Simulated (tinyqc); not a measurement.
From results back to parameters: phonon-assisted absorption at an indirect gap. Three cases, with inputs chosen for the exercise.

Problem. A slab transmits Tr = (1 - R)^2 x/(1 - R^2 x^2) with x = exp(-alpha d) and R = ((nr - 1)/(nr + 1))^2.

Find: x; alpha.

Method. Tr R^2 x^2 + (1 - R)^2 x - Tr = 0; take the positive root, then alpha = -ln(x)/d.

Case 1.

Values chosen (out of a larger set: loosely those of SiC at room temperature; Eg is not tied to T; not measured data): nr = 2.83 (refractive index); d = 0.69 micrometre (thickness).

Tr = 0.569694

Solution.

x = 0.9149
alpha = 1.29e+03 1/cm

Case 2.

Values chosen (out of a larger set: loosely those of AlAs at room temperature; Eg is not tied to T; not measured data): nr = 3.16 (refractive index); d = 6.5 micrometre (thickness).

Tr = 0.342572

Solution.

x = 0.6240
alpha = 726 1/cm

Case 3.

Values chosen (out of a larger set: loosely those of Si at room temperature; Eg is not tied to T; not measured data): nr = 3.58 (refractive index); d = 8.8 micrometre (thickness).

Tr = 0.374647

Solution.

x = 0.7574
alpha = 316 1/cm

Computed by tinyqc, one run a case: `OMP_NUM_THREADS=1 python tinyqc.py N N+1 out.jsonl` with N = 1651634, 1651653, 1651677; one thread of a shared Intel(R) Xeon(R) Processor @ 2.30GHz, about 0.01 s a run at most.
